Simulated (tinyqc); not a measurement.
From results back to parameters: statistics of electrons in three, two and one dimensions. Two cases, with inputs chosen for the exercise.

Problem. A sheet with one subband has n2 = (2/lambda^2) ln(1 + exp(eta)).

One band edge at E = 0, lambda = sqrt(4 pi c/(m1 kT)) with c = hbar^2/2m0. Densities with spin: n3 = (2/lambda^3) F_1/2(eta), n2 = (2/lambda^2) F_0(eta) with F_0 = ln(1 + exp(eta)), n1 = (2/lambda) F_-1/2(eta). F_j(eta) = (1/Gamma(j + 1)) integral_0^infinity x^j dx/(1 + exp(x - eta)), which tends to exp(eta) for eta << 0.

Constants: hbar^2/2m0 = 3.80998211 eV angstrom^2; kB = 8.617333262e-05 eV/K.

Find: n2 lambda^2/2; eta; EF above the subband edge.

Method. eta = ln(exp(n2 lambda^2/2) - 1), with n2 in 1/angstrom^2.

Case 1.

Values chosen (out of a larger set: near those of Si, lowest valleys alone; not measured data): m1 = 0.194 m0 (mass of one isotropic band with spin); T = 77 K.

n2 = 1.40665e+12 1/cm^2

Solution.

n2 lambda^2/2 = 2.6159
eta = 2.540
EF above the subband edge = 16.85 meV

Case 2.

Values chosen (out of a larger set: near those of GaAs, lowest valleys alone; not measured data): m1 = 0.067 m0 (mass of one isotropic band with spin); T = 400 K.

n2 = 2.96865e+12 1/cm^2

Solution.

n2 lambda^2/2 = 3.0772
eta = 3.030
EF above the subband edge = 104.44 meV

Computed by tinyqc, one run a case: `OMP_NUM_THREADS=1 python tinyqc.py N N+1 out.jsonl` with N = 1651829, 1651898; one thread of a shared Intel(R) Xeon(R) Processor @ 2.30GHz, about 0.01 s a run at most.
